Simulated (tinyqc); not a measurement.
Growth mode over temperature: epitaxial growth on a vicinal surface: Burton-Cabrera-Frank step flow, step-edge barrier and island nucleation. Computed by tinyqc, a small Python program. Command: `OMP_NUM_THREADS=1 python tinyqc.py 3016465 3016466 out.jsonl stepflow walk`. One thread of a shared host (Intel(R) Xeon(R) Processor @ 2.30GHz), about 0.01 s of CPU time with the checks.

Adatoms land at rate F, hop on a square grid (a simplification for hexagonal faces), desorb, or join steps. Lengths are in units of a and n is the adatom coverage. Steps ascend at x = 0 and descend at x = l.

Inputs (values chosen for the exercise, close to those used for Si(001)):

| quantity | value | unit |
|---|---|---|
| site spacing a | 3.84 | angstrom |
| step height h | 1.36 | angstrom |
| diffusion barrier E_d | 0.719 | eV |
| desorption energy E_a | 2.83 | eV |
| adatom formation energy E_f | 1.29 | eV |
| step-edge barrier E_s | 0.096 | eV |
| attempt frequency nu | 5 | THz |
| deposition rate F | 0.22 | layers/s |
| miscut angle | 8 | degrees |
| temperature T | 550 | C |
| critical nucleus size i | 3 | - |
| binding energy of the critical nucleus E_i | 0.62 | eV |

Constants: k_B = 8.617333262e-05 eV/K.

Method:
- D = nu exp(-E_d/(k_B T)) (a^2/s, nu counted per direction); tau = exp(E_a/(k_B T))/nu; x_s = sqrt(D tau); n_eq = exp(-E_f/(k_B T)); terrace width l = h/(a tan(miscut)); Schwoebel length l_s = exp(E_s/(k_B T)) - 1.
- D n'' - n/tau + F = 0 with n(0) = n_eq and -l_s n'(l) = n(l) - n_eq. With u = n - F tau, A = n_eq - F tau, y = l/x_s, s = l_s/x_s: u = A cosh(x/x_s) + B sinh(x/x_s), B = A (1 - cosh y - s sinh y)/(sinh y + s cosh y). Flux into the ascending step J+ = D B/x_s, over the descending one J- = -(D/x_s)(A sinh y + B cosh y); step velocity J+ + J-; growth rate (J+ + J-)/l. For small y: J+ + J- = (F - n_eq/tau) l, J-/J+ = l/(l + 2 l_s).
- Island density on a flat surface without desorption: N = 0.25 (F/D)^(i/(i+2)) exp(E_i/((i+2) k_B T)) per site, with E_i = 0 for i = 1; spacing l_n = N^(-1/2). Step flow needs an effective width l_eff = 2 x(peak) below l_n.
- Temperatures in kelvin are T(C) + 273.15.
- x(peak) solves tanh(x/x_s) = -B/A. Rows where evaporation outweighs deposition are left out.

Scales:

| T (C) | x_s (a) | l_s (a) | incorporated share | l_n (a) | l_eff/l_n |
|---|---|---|---|---|---|
| 350 | 3.4391e+08 | 4.9760 | 1.0000 | 115.36 | 0.036344 |
| 400 | 7.9869e+07 | 4.2329 | 1.0000 | 169.39 | 0.024202 |
| 450 | 2.2698e+07 | 3.6671 | 1.0000 | 235.86 | 0.017017 |
| 500 | 7.5906e+06 | 3.2245 | 1.0000 | 314.63 | 0.012505 |
| 550 | 2.8997e+06 | 2.8705 | 1.0000 | 405.29 | 0.009529 |
| 600 | 1.2368e+06 | 2.5818 | 1.0000 | 507.14 | 0.007484 |
| 650 | 5.7852e+05 | 2.3427 | 1.0000 | 619.35 | 0.006029 |
| 700 | 2.9259e+05 | 2.1417 | 1.0000 | 741.03 | 0.004963 |
| 750 | 1.5817e+05 | 1.9708 | 1.0000 | 871.19 | 0.004162 |

The ratio stays below 1: step flow in every row. Incorporation goes from 100.0 % to 100.0 %.

Extremes, crossings and ranges named in words are read from the listed rows.
